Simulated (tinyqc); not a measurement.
Deep-level transient spectroscopy (DLTS) of one majority-carrier trap: one step, computed by the program tinyqc. Command: `OMP_NUM_THREADS=1 python tinyqc.py 3010439 3010440 out.jsonl dlts walk`. One thread of a shared host (Intel(R) Xeon(R) Processor @ 2.30GHz), about 0.04 s of CPU time with the checks.

A filling pulse loads the traps in a one-sided junction; under reverse bias they empty at the rate e, and the capacitance relaxes as C(t) = C_0 - dC exp(-e t). The signal is S = [C(t_2) - C(t_1)]/dC.

Problem. Signal size and trap density. W = sqrt(2 eps eps_0 (V_b + V_r)/(e N)), C_0 = eps eps_0 area/W. The pulse goes to zero bias, W_0 = W(V_r = 0). Traps within lambda = sqrt(2 eps eps_0 (E_t - E_F)/(e^2 N)) of the depletion edge stay filled, with E_F = k_B T_p ln(N_b/N) from the band, N_b = 2 M (2 pi m k_B T_p/h^2)^(3/2) (dopants taken as fully ionised). dC = C_0 (N_t/2N) f, f = [(W - lambda)^2 - max(W_0 - lambda, 0)^2]/W^2. The simple estimate is 2 N dC/C_0.

Inputs (values chosen for the exercise, for a model semiconductor):

| quantity | value | unit |
|---|---|---|
| density-of-states mass m | 0.258 | m_0 |
| valleys M | 1 | - |
| trap depth E_t | 0.941 | eV |
| temperature T | 489 | K |
| doping N | 9.5e+16 | cm^-3 |
| trap density N_t | 9.9e+15 | cm^-3 |
| dielectric constant eps | 7.76 | - |
| built-in voltage V_b | 1.6 | V |
| reverse bias V_r | 6.3 | V |
| diode area | 0.0016 | cm^2 |

Carriers: electrons. Extra term: none.

peak temperature T_p = 558.3841 K

Constants: eps_0 = 8.8541878128e-12 F/m; e = 1.602176634e-19 C; k_B = 8.617333262e-05 eV/K; m_0 = 9.1093837015e-31 kg; k_B = 1.380649e-23 J/K; h = 6.62607015e-34 J s.

Give: depletion width W; C_0; lambda; f; transient amplitude dC; simple estimate of N_t.

Solution.

depletion width W = 0.2671 micrometre

C_0 = 41.16 pF

lambda = 0.08094 micrometre

f = 0.4641

transient amplitude dC = 995.5 fF

simple estimate of N_t = 4.595e+15 cm^-3

The simple estimate finds 46 % of the traps. Caution: the peak lies above 550 K, where the change of gap and level with temperature, left out here, and leakage of the diode matter. Caution: the peak field exceeds 5e5 V/cm, near or above breakdown unless the gap is wide. Caution: N_t is not very small against the doping, so the transient is not exactly a single exponential.
